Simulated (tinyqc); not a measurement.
Strain, valley repopulation and piezoresistance in a many-valley conduction band: one step, computed by the program tinyqc. Command: `OMP_NUM_THREADS=1 python tinyqc.py 3029343 3029344 out.jsonl valleys walk`. One thread of a shared host (Intel(R) Xeon(R) Processor @ 2.30GHz), about 0.02 s of CPU time with the checks.

Valleys are ellipsoids with mass m_l along the axis a and m_t across it, parabolic, with one constant relaxation time; strain shifts the valleys and leaves the masses alone. Currents are taken along [110], along the load, and along [001], across the load.

Task: Mobility tensor and resistance change. Mobility tensor mu = e tau sum_v (n_v/n) [1/m_t + (1/m_l - 1/m_t) a a^T]; unstrained mu_0 = e tau (1/m_l + 2/m_t)/3; resistivity along d from the inverse tensor, rho_d = d.mu^-1.d/(n e), mobility along d = 1/(d.mu^-1.d); gauge pi_d = (rho_d/rho_0 - 1)/X.

Inputs (values chosen for the exercise, for a model crystal):

| quantity | value | unit |
|---|---|---|
| longitudinal mass m_l | 1.01 | m_0 |
| transverse mass m_t | 0.149 | m_0 |
| relaxation time tau | 49 | fs |
| temperature T | 150 | K |

Valley axes: <100> (6 valleys in 3 pairs). Load: uniaxial [110].

share of the electrons (per pair): x 0.2018292, y 0.2018292, z 0.5963416

Constants: e = 1.602176634e-19 C; m_0 = 9.1093837015e-31 kg.

Give: mobility tensor; unstrained mobility mu_0; mobility along the first direction; mobility along the second direction; resistance change along the first direction; resistance change along the second direction.

Result:

mobility tensor (cm^2/(V s)):
```
       x      y      z
x  478.9    0.0    0.0
y    0.0  478.9    0.0
z    0.0    0.0  284.4
```

unstrained mobility mu_0 = 414.0 cm^2/(V s)

mobility along the first direction = 478.9 cm^2/(V s)

mobility along the second direction = 284.4 cm^2/(V s)

resistance change along the first direction = -13.54 %

resistance change along the second direction = 45.60 %

The mobility lies between e tau/m_l = 85.3 and e tau/m_t = 578; the trace stays at 3 mu_0. Along the first direction the filled valleys present more of their light mass. Caution: shear strain also changes the transverse masses of <100> valleys, which this model leaves out.
